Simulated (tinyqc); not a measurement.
Capillary instabilities by surface diffusion: grooving and agglomeration of films, edge retraction, wire break-up and smoothing of roughness: one step, computed by the program tinyqc. Command: `OMP_NUM_THREADS=1 python tinyqc.py 3025273 3025274 out.jsonl dewet walk`. One thread of a shared host (Intel(R) Xeon(R) Processor @ 2.30GHz), about 0.01 s of CPU time with the checks.

Isotropic surface energy; shapes change by surface diffusion alone.

Problem. Break-up of a free wire. A wire with r + A cos(k z) has dA/dt = (B/r^4) (kr)^2 [1 - (kr)^2] A: unstable for wavelengths above 2 pi r, fastest at kr = 1/sqrt 2 with the rate B/(4 r^4); break-up time about (4 r^4/B) ln(r/A0); each wavelength makes a sphere of radius (3 r^2 lambda_m/4)^(1/3).

Inputs (values chosen for the exercise, of the order of those of silicon on oxide):
```
quantity                    value  unit
temperature T                1241     K
time t                        320     s
wire radius r                 3.7    nm
initial ripple over radius   0.05     -
```

B = 579375.9 nm^4/s

Give: fastest wavelength; break-up time; radius of the spheres; t over the break-up time.

Solution.

fastest wavelength = 32.88 nm

break-up time = 0.003876 s

radius of the spheres = 6.963 nm

t over the break-up time = 82554

The wire breaks up within t. Caution: faceting can stabilise wires along low-index directions.
